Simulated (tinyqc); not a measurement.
Worked calculation: sp3 tight binding, zinc-blende lattice. Computed by tinyqc, a small Python program that keeps every step. Command: `OMP_NUM_THREADS=1 python tinyqc.py 24494 24495 out.jsonl` (the two numbers bound the seeds that draw the settings). One thread of a shared host (Intel(R) Xeon(R) Processor @ 2.60GHz), about 0.01 s of CPU time with the checks.

## Bloch Hamiltonian at k

Parameters chosen for this model: zinc-blende lattice, anion at 0, cation at a/4 (1,1,1); V = eta hbar^2 / (m d^2), hbar^2/m = 7.619964 eV angstrom^2:
```
parameter          value      unit
a               3.760000  angstrom
d               1.628128  angstrom
Es anion      -13.160000        eV
Ep anion       -8.290000        eV
Es cation      -9.500000        eV
Ep cation      -6.390000        eV
eta ss         -1.320000
eta sp          1.420000
eta pp sigma    2.220000
eta pp pi      -0.630000
V ss           -3.794459        eV
V sp            4.081918        eV
V pp sigma      6.381590        eV
V pp pi        -1.810992        eV
```

k point k (2 pi / a): -0.150000  0.200000  0.100000

Slater-Koster rules over the four bonds with direction cosines (l, m, n): ss V_ss; s-px l V_sp; px-s -l V_sp; px-px l^2 V_pps + (1 - l^2) V_ppp; px-py l m (V_pps - V_ppp); each times exp(i k.d).

H(k) at k (eV):
```
                       a s                a px                 a py                 a pz
a s             -13.160000            0.000000             0.000000             0.000000
a px              0.000000           -8.290000             0.000000             0.000000
a py              0.000000            0.000000            -8.290000             0.000000
a pz              0.000000            0.000000             0.000000            -8.290000
c s   -13.863333+0.171281i  0.443108-2.067165i  -0.327407+2.797676i  -0.671663+1.363747i
c px   -0.443108+2.067165i  3.360808-0.041523i   0.778300-1.580265i   0.379388-3.241853i
c py    0.327407-2.797676i  0.778300-1.580265i   3.360808-0.041523i  -0.513459+2.395361i
c pz    0.671663-1.363747i  0.379388-3.241853i  -0.513459+2.395361i   3.360808-0.041523i

                       c s                 c px                 c py                 c pz
a s   -13.863333-0.171281i  -0.443108-2.067165i   0.327407+2.797676i   0.671663+1.363747i
a px    0.443108+2.067165i   3.360808+0.041523i   0.778300+1.580265i   0.379388+3.241853i
a py   -0.327407-2.797676i   0.778300+1.580265i   3.360808+0.041523i  -0.513459-2.395361i
a pz   -0.671663-1.363747i   0.379388+3.241853i  -0.513459-2.395361i   3.360808+0.041523i
c s              -9.500000             0.000000             0.000000             0.000000
c px              0.000000            -6.390000             0.000000             0.000000
c py              0.000000             0.000000            -6.390000             0.000000
c pz              0.000000             0.000000             0.000000            -6.390000
```

## Levels at k

Diagonalise the Hermitian matrix.

eigenvalues (eV): -25.978989  -13.418729  -12.504480  -11.903708  -2.801970  -2.200058  -1.617574  3.725508

weights |c|^2 of the basis functions:
```
        band 1    band 2    band 3    band 4    band 5    band 6    band 7    band 8
a s   0.547522  0.024782  0.001664  0.001895  0.001070  0.001178  0.023617  0.398272
a px  0.004452  0.192267  0.203781  0.187851  0.102301  0.166977  0.128476  0.013894
a py  0.007848  0.146745  0.037350  0.399827  0.281706  0.024227  0.080290  0.022007
a pz  0.001987  0.217764  0.349383  0.014824  0.010222  0.215106  0.183330  0.007383
c s   0.421961  0.025452  0.001929  0.002041  0.001588  0.001520  0.032276  0.513235
c px  0.005056  0.132301  0.145787  0.121726  0.156573  0.241168  0.182931  0.014457
c py  0.008904  0.097294  0.027276  0.262572  0.430850  0.034850  0.115594  0.022659
c pz  0.002270  0.163395  0.232829  0.009263  0.015690  0.314974  0.253485  0.008093
```

## Bloch Hamiltonian at L

k point L (2 pi / a): 0.500000  0.500000  0.500000

As before.

H(k) at L (eV):
```
                      a s                 a px                 a py                 a pz
a s            -13.160000             0.000000             0.000000             0.000000
a px             0.000000            -8.290000             0.000000             0.000000
a py             0.000000             0.000000            -8.290000             0.000000
a pz             0.000000             0.000000             0.000000            -8.290000
c s   -5.366176-5.366176i   3.332872+3.332872i   3.332872+3.332872i   3.332872+3.332872i
c px  -3.332872-3.332872i   1.300891+1.300891i  -3.862020-3.862020i  -3.862020-3.862020i
c py  -3.332872-3.332872i  -3.862020-3.862020i   1.300891+1.300891i  -3.862020-3.862020i
c pz  -3.332872-3.332872i  -3.862020-3.862020i  -3.862020-3.862020i   1.300891+1.300891i

                      c s                 c px                 c py                 c pz
a s   -5.366176+5.366176i  -3.332872+3.332872i  -3.332872+3.332872i  -3.332872+3.332872i
a px   3.332872-3.332872i   1.300891-1.300891i  -3.862020+3.862020i  -3.862020+3.862020i
a py   3.332872-3.332872i  -3.862020+3.862020i   1.300891-1.300891i  -3.862020+3.862020i
a pz   3.332872-3.332872i  -3.862020+3.862020i  -3.862020+3.862020i   1.300891-1.300891i
c s             -9.500000             0.000000             0.000000             0.000000
c px             0.000000            -6.390000             0.000000             0.000000
c py             0.000000             0.000000            -6.390000             0.000000
c pz             0.000000             0.000000             0.000000            -6.390000
```

## Levels at L

As before.

eigenvalues (eV): -22.030480  -20.319123  -14.703003  -14.703003  0.023003  0.023003  0.378933  4.630669

## Bands along a path

The same steps at evenly spaced points between the labelled ones.

Bands along the path (eV):
```
k             band 1      band 2      band 3      band 4     band 5     band 6     band 7    band 8
L         -22.030480  -20.319123  -14.703003  -14.703003   0.023003   0.023003   0.378933  4.630669
L-G 0.25  -23.406978  -18.580820  -14.296236  -14.296236  -0.383764  -0.383764   0.423686  4.224113
L-G 0.50  -25.046986  -15.793145  -13.198961  -13.198961  -1.481039  -1.481039  -0.173279  3.673410
L-G 0.75  -26.201127  -12.805600  -11.841736  -11.841736  -2.838264  -2.838264  -2.130608  3.797335
G         -26.617761  -11.140137  -11.140137  -11.140137  -3.539863  -3.539863  -3.539863  3.957761
G-X 0.25  -26.057758  -12.811071  -12.811071  -11.755588  -3.235145  -1.868929  -1.868929  3.708490
G-X 0.50  -24.458668  -15.545643  -15.545643  -13.488232  -2.368875   0.865643   0.865643  2.975776
G-X 0.75  -22.065523  -17.573892  -17.573892  -16.013026  -1.089262   1.827811   2.893892  2.893892
X         -19.791113  -18.341181  -18.304676  -18.304676   0.241113   0.551181   3.624676  3.624676
X-W 0.25  -19.791113  -18.341181  -18.304676  -18.304676   0.241113   0.551181   3.624676  3.624676
X-W 0.50  -19.791113  -18.341181  -18.304676  -18.304676   0.241113   0.551181   3.624676  3.624676
X-W 0.75  -19.791113  -18.341181  -18.304676  -18.304676   0.241113   0.551181   3.624676  3.624676
W         -19.791113  -18.341181  -18.304676  -18.304676   0.241113   0.551181   3.624676  3.624676
```

With 4 band(s) filled, the highest filled level on these points lies at G and the lowest empty one at G: a gap of 7.6003 eV, direct.
